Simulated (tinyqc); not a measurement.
# Capacitance measurement on a leaky thin oxide: effects of series resistance and leakage, step by step

Numbers from tinyqc (`OMP_NUM_THREADS=1 python tinyqc.py 2022001 2022002 out.jsonl`; about 0.01 s on one thread of a shared Intel Xeon 2.30GHz). Printed values are rounded.

The device is a capacitance C in parallel with a leakage conductance G, in series with Rs and Ls. An impedance meter reports either a parallel pair (Cp, Gp) from Y = 1/Z = Gp + i w Cp or a series pair (Cs, Rm) from Z = Rm + 1/(i w Cs); w = 2 pi f, dissipation D = Gp/(w |Cp|).

Inputs (values chosen for the exercise); values of the order met in thin-oxide MOS capacitors:
- eox = 7.56 (relative permittivity of the gate insulator (close to silicon nitride))
- tox = 5.8 nm (insulator thickness)
- A = 100 um^2 (gate area)
- zc = 0.3 nm (oxide-equivalent thickness added by the accumulation layer)
- zp = 0 nm (oxide-equivalent thickness added by gate depletion)
- Jg = 0.0014 A/cm^2 (gate leakage current density, not matched to the thickness)
- Vs = 0.35 V (voltage for an e-fold rise of the leakage)
- Rs = 11 ohm (series resistance)
- Ls = 0 nH (series inductance)
- f = 50000 Hz (measuring frequency)

Constants: eps0 = 8.8541878128e-14 F/cm where lengths are in cm. Results are converted to the units shown.

## True capacitance and conductance

EOT = 3.9 tox/eox; CET = EOT + zc + zp; C = 3.9 eps0 A/CET; G = Jg A/Vs.

EOT = 2.99206 nm
CET = 3.29206 nm
C = 1.04893 pF
G = 0.004 uS

## What the meter reports

Z = Rs + i w Ls + 1/(G + i w C).

Z = (0.03684-3.03418i) x 1e6 ohm
Cp = 1.04893 pF
Gp = 0.00400119 uS
Cs = 1.04908 pF
D = 0.0121421

Cp is within 0.01 % of C and Cs is 0.015 % above it; G Rs = 4.40e-8, w C Rs = 3.62e-6 and G/(w C) = 0.0121.
